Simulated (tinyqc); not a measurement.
Polar nitride quantum well with polarisation fields: sweeps and comparisons. A value that a table varies takes the place of the one given here.

Growth along [0001]. e_par = (a_sub - a)/a, Ppz = 2 e_par (e31 - e33 C13/C33), P = Psp + Ppz in each layer; strain relaxation and the strain shift of the gaps are left out, although thick layers with more than about 1 % mismatch would relax.

In a periodic stack without free charge the potential drop over a period vanishes: F_w = (P_b - P_w) Lb/(eps0 (eps_w Lb + eps_b Lw)), F_b = -F_w Lw/Lb, eps0 = 8.8541878e-12 F/m; 1 MV/cm = 1e8 V/m = 0.01 V/angstrom.

Envelope functions on cells of 0.25 angstrom over barrier, well, barrier (widths Lb, Lw, Lb), psi = 0 beyond, psi'/m continuous (mean mass between points), c = hbar^2/2m0. With u(z) the integral of e F (F_w in the well, F_b = -F_w Lw/Lb in the barriers, 1 MV/cm = 0.01 V/angstrom), zero at the centre of the well, the electron sees u plus Vc in the barriers and the hole -u plus Vv. The transition is Eg + E_e + E_h; excitons are left out.

Constants: hbar^2/2m0 = 3.80998211 eV angstrom^2; hc = 1239.841984 eV nm.

Inputs chosen for the exercise (near those of an InGaN well in GaN; shifted at random, so the results belong to these values and not to a real crystal):
- a_w = 3.289 angstrom (lattice constant a, well)
- a_b = 3.189 angstrom (lattice constant a, barrier)
- a_sub = 3.189 angstrom (in-plane lattice constant of the stack)
- Psp_w = -0.0294 C/m^2 (spontaneous polarisation)
- Psp_b = -0.0349 C/m^2 (spontaneous polarisation)
- e31_w = -0.344 C/m^2
- e31_b = -0.336 C/m^2
- e33_w = 0.688 C/m^2
- e33_b = 0.688 C/m^2
- C_w = 0.3 (C13/C33)
- C_b = 0.266 (C13/C33)
- eps_w = 11.6 (dielectric constant)
- eps_b = 10.4 (dielectric constant)
- Lb = 85 angstrom (barrier width)
- Eg = 2.388 eV (gap of the well)
- Vc = 0.716 eV (conduction offset)
- Vv = 0.337 eV (valence offset)
- me = 0.164 m0 (electron, well)
- meb = 0.2 m0 (electron, barrier)
- mh = 1.39 m0 (hole, everywhere)
- Ls = (10, 15, 20, 25, 30, 40, 50) angstrom (well widths)
- Lw = 15 angstrom (well width)

## Width of the well

Field, levels and overlap anew for each width.

Results:

| Lw (angstrom) | F_w (MV/cm) | E (eV) | E without field (eV) | overlap^2 | ln overlap^2 |
|---|---|---|---|---|---|
| 10 | -3.432 | 2.8477 | 2.9027 | 0.695 | -0.36 |
| 15 | -3.276 | 2.6278 | 2.7378 | 0.514 | -0.67 |
| 20 | -3.133 | 2.4565 | 2.6389 | 0.298 | -1.21 |
| 25 | -3.002 | 2.3114 | 2.5762 | 0.143 | -1.95 |
| 30 | -2.882 | 2.1822 | 2.5342 | 0.0579 | -2.85 |
| 40 | -2.668 | 1.9548 | 2.4834 | 0.00628 | -5.07 |
| 50 | -2.484 | 1.7580 | 2.4551 | 0.000445 | -7.72 |

What does this show, and why?

The red shift grows from 55 to 697 meV. The line drops below Eg between 20 and 25 angstrom, which a square well can never do. Over the last two rows dE/dLw = -19.7 meV per angstrom, against -|e F_w| = -24.8 in the last row; the field itself weakens by 28 % over the table, since a wider well shares the drop with the barrier. The overlap falls by a factor 1.56e+03.

## Screening the field

F_w = -3.2759 MV/cm

Carriers or a semipolar orientation reduce the field; here it is simply scaled in well and barrier.

Results:

| share of the field | F_w (MV/cm) | E (eV) | nm | overlap^2 | separation (angstrom) |
|---|---|---|---|---|---|
| 1.0 | -3.276 | 2.6278 | 471.8 | 0.51 | 7.4 |
| 0.8 | -2.621 | 2.6646 | 465.3 | 0.61 | 6.2 |
| 0.6 | -1.966 | 2.6951 | 460.0 | 0.72 | 4.9 |
| 0.4 | -1.310 | 2.7182 | 456.1 | 0.82 | 3.4 |
| 0.2 | -0.655 | 2.7328 | 453.7 | 0.90 | 1.7 |
| 0.0 | 0.000 | 2.7378 | 452.9 | 0.93 | 0.0 |

What can be read from the table?

Full screening shifts the line by -19.0 nm (+110 meV). The first fifth of the screening gives 37 meV and the last fifth 5 meV; a purely quadratic shift would give a ratio of 9, a linear one 1, and here it is 7.4.

## What each parameter does

Polarisation, field, levels and overlap anew. Each row changes one parameter from the base and keeps the others.

Results:

| case | F_w (MV/cm) | E (eV) | overlap^2 | red shift (meV) |
|---|---|---|---|---|
| base | -3.276 | 2.6278 | 0.51 | 110 |
| Lw = 11 angstrom | -3.400 | 2.7980 | 0.67 | 64 |
| Lb = 70 angstrom | -3.183 | 2.6346 | 0.53 | 103 |
| a_sub = 3.199 angstrom | -3.268 | 2.6282 | 0.52 | 110 |
| Psp_b = -0.0384 C/m^2 | -3.570 | 2.6095 | 0.47 | 128 |
| e33_w = 0.757 C/m^2 | -3.382 | 2.6213 | 0.50 | 116 |
| eps_w = 12.8 | -3.007 | 2.6436 | 0.55 | 94 |
| mh = 0.97 m0 | -3.276 | 2.6494 | 0.56 | 106 |
| Vc = 0.609 eV | -3.276 | 2.5995 | 0.48 | 115 |

What can be read from the table?

The largest shifts from the base row, up to three for each result and ties (the steps differ in size, so this ranks the rows, not the parameters). F_w (MV/cm): Psp_b -0.294, eps_w +0.269, Lw -0.124; unchanged at the printed digits by mh and Vc. E (eV): Lw +0.1702, Vc -0.0283, mh +0.0216. overlap^2: Lw +0.155, mh +0.0424, Psp_b -0.0418. red shift (meV): Lw -46, Psp_b +18, eps_w -16; unchanged at the printed digits by a_sub.

Program tinyqc; command `OMP_NUM_THREADS=1 python tinyqc.py 1282686 1282687 out.jsonl`; about 0.1 s on one thread of a shared Intel(R) Xeon(R) Processor @ 2.30GHz.
